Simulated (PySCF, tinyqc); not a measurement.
CCSD on RHF in the sto-3g basis, for H6, spin multiplicity 1, step by step. The lowest restricted solution is unstable here: a spin-polarised one lies 0.0097 hartree lower (PySCF). One step of it, computed by the program tinyqc.

Task: Iteration 7 (converged): orbitals. Diagonalise F' = X^T F X, C = X C', fill 3 alpha and 3 beta electrons from the bottom; D = 2 C_occ C_occ^T. Each column has its largest component positive (the first on a tie).

converged F (hartree):
```
           1H 1s      2H 1s      3H 1s      4H 1s      5H 1s      6H 1s
1H 1s  -0.201743  -0.413749  -0.074733   0.009009   0.002081  -0.004747
2H 1s  -0.413749  -0.245888  -0.253347  -0.073606  -0.004478   0.002081
3H 1s  -0.074733  -0.253347  -0.247535  -0.412326  -0.073606   0.009009
4H 1s   0.009009  -0.073606  -0.412326  -0.247535  -0.253347  -0.074733
5H 1s   0.002081  -0.004478  -0.073606  -0.253347  -0.245888  -0.413749
6H 1s  -0.004747   0.002081   0.009009  -0.074733  -0.413749  -0.201743
```

X:
```
               1          2          3          4          5         6
1H 1s   0.373597  -0.595851   0.567775   0.457947   0.380559  0.202116
2H 1s  -0.636279   0.721243  -0.335837   0.224664   0.417375  0.310436
3H 1s   0.831995  -0.265811  -0.511788  -0.416953   0.148308  0.389257
4H 1s  -0.831995  -0.265811   0.511788  -0.416953  -0.148308  0.389257
5H 1s   0.636279   0.721243   0.335837   0.224664  -0.417375  0.310436
6H 1s  -0.373597  -0.595851  -0.567775   0.457947  -0.380559  0.202116
```

Give: F' = X^T F X; orbital energies; coefficients C; D after iteration 7.

Result:

F' = X^T F X (hartree):
```
       1       2       3       4       5       6
1  0.650   0.000   0.014   0.000   0.031   0.000
2  0.000   0.416   0.000  -0.057   0.000   0.014
3  0.014   0.000   0.196   0.000  -0.020   0.000
4  0.000  -0.057   0.000  -0.338   0.000   0.002
5  0.031   0.000  -0.020   0.000  -0.462   0.000
6  0.000   0.014   0.000   0.002   0.000  -0.547
```

orbital energies (hartree): MO1 -0.547, MO2 -0.463, MO3 -0.342, MO4 0.196, MO5 0.421, MO6 0.651

coefficients C:
```
         MO1     MO2     MO3     MO4     MO5     MO6
1H 1s  0.206   0.387  -0.415   0.544  -0.626   0.401
2H 1s  0.296   0.425  -0.282  -0.331   0.707  -0.634
3H 1s  0.399   0.109   0.430  -0.540  -0.228   0.820
4H 1s  0.399  -0.109   0.430   0.540  -0.228  -0.820
5H 1s  0.296  -0.425  -0.282   0.331   0.707   0.634
6H 1s  0.206  -0.387  -0.415  -0.544  -0.626  -0.401
```

D after iteration 7:
```
        1H 1s   2H 1s   3H 1s   4H 1s   5H 1s   6H 1s
1H 1s   0.728   0.685  -0.109  -0.277   0.027   0.129
2H 1s   0.685   0.696   0.085  -0.099  -0.026   0.027
3H 1s  -0.109   0.085   0.712   0.665  -0.099  -0.277
4H 1s  -0.277  -0.099   0.665   0.712   0.085  -0.109
5H 1s   0.027  -0.026  -0.099   0.085   0.696   0.685
6H 1s   0.129   0.027  -0.277  -0.109   0.685   0.728
```
